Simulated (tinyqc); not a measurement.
# Sub-threshold conduction and electro-thermal threshold of an amorphous chalcogenide: effects of single changes

Trap-limited conduction: I = I0 exp(-Ea/kB T) sinh(q V dz/(2 ua kB T)), I0 = 2 q A Nt dz/ta. One lumped temperature T = T0 + Rt I V. The threshold is the largest V for which a steady state exists on the low-current branch.

Parameters, values chosen for the exercise; values of the order of Ge-Sb-Te and related chalcogenides:
```
symbol,value,unit,meaning
T0,330,K,ambient temperature
A,500,nm^2,cross-section
ua,34,nm,amorphous thickness
dz,5.9,nm,distance between traps
Ea,0.33,eV,activation energy
Nt,4.6e19,cm^-3,trap density
ta,2e-14,s,attempt time
Rt,4.7,K/uW,thermal resistance
nu,0.07,,drift exponent
```

Constants: q = 1.602176634e-19 C, kB = 1.380649e-23 J/K. Results are converted to the units shown.

Each table varies one quantity; the others keep the values above.

## Threshold against ambient temperature

The threshold is the first local maximum over T of the V that solves Rt I(V, T) V = T - T0.

Threshold against ambient temperature:

| T0 (K) | Vth (V) | T - T0 (K) | Ith (uA) | field (MV/cm) |
|---|---|---|---|---|
| 230 | 2.287 | 52.13 | 4.850 | 0.6726 |
| 260 | 2.148 | 62.34 | 6.175 | 0.6318 |
| 300 | 1.977 | 77.53 | 8.342 | 0.5816 |
| 330 | 1.860 | 90.29 | 10.33 | 0.5470 |
| 360 | 1.751 | 104.5 | 12.70 | 0.5149 |
| 400 | 1.619 | 126.3 | 16.60 | 0.4761 |

What does the comparison show?

Vth falls from 2.29 to 1.62 V, on average -3.93 mV/K, and the rise at threshold rises from 52.1 to 126 K: a warmer layer conducts more and needs less field to reach runaway.

## Threshold against amorphous thickness

Same model as above.

Rt is held fixed.

Result of one run:

| ua (nm) | Vth (V) | T - T0 (K) | Ith (uA) | field (MV/cm) |
|---|---|---|---|---|
| 36 | 1.949 | 88.74 | 9.689 | 0.5413 |

What becomes of these results when the amorphous thickness ua is changed from 36 to 48 nm, all else the same?

Result of the changed run:

| ua (nm) | Vth (V) | T - T0 (K) | Ith (uA) | field (MV/cm) |
|---|---|---|---|---|
| 48 | 2.462 | 81.82 | 7.070 | 0.5129 |

The whole series:

| ua (nm) | Vth (V) | T - T0 (K) | Ith (uA) | field (MV/cm) |
|---|---|---|---|---|
| 18 | 1.103 | 113.7 | 21.93 | 0.6128 |
| 24 | 1.398 | 101.4 | 15.44 | 0.5825 |
| 30 | 1.679 | 93.93 | 11.90 | 0.5596 |
| 36 | 1.949 | 88.74 | 9.689 | 0.5413 |
| 42 | 2.209 | 84.86 | 8.172 | 0.5260 |
| 48 | 2.462 | 81.82 | 7.070 | 0.5129 |
| 54 | 2.708 | 79.34 | 6.234 | 0.5015 |
| 60 | 2.948 | 77.28 | 5.577 | 0.4914 |

Vth rises from 1.10 to 2.95 V, as ua^(0.82), and the threshold field falls from 0.613 to 0.491 MV/cm; Ith falls from 21.9 to 5.58 uA. A power of 1 would mean a fixed threshold field.

## Resistance drift

The low-field resistance drifts as R = R0 (t/1 s)^nu, R0 = 2 ua kB T0 exp(Ea/kB T0)/(q dz I0). Read as a growth of Ea, this is dEa = nu kB T0 ln(t/1 s).

Resistance drift:

| t (s) | R (Mohm) | R/R0 | dEa (meV) |
|---|---|---|---|
| 0.001 | 10.19 | 0.6166 | -13.75 |
| 0.1 | 14.06 | 0.8511 | -4.584 |
| 1 | 16.52 | 1.000 | 0 |
| 100 | 22.81 | 1.380 | 9.167 |
| 10000 | 31.48 | 1.905 | 18.33 |
| 1e6 | 43.45 | 2.630 | 27.50 |
| 3e8 | 64.78 | 3.921 | 38.86 |

What does the table show?

R grows by a factor of 1.17 a decade and 3.92 from 1 s to 3e8 s. A level that lies a factor of 3 below a fixed read threshold at 1 s reaches it after 6.55e6 s.

Range of the model: Purely electronic switching mechanisms, filaments and series resistance are left out.

tinyqc, about 0.01 s, one thread, Intel Xeon 2.30GHz (shared host): `OMP_NUM_THREADS=1 python tinyqc.py 2490016 2490017 out.jsonl`
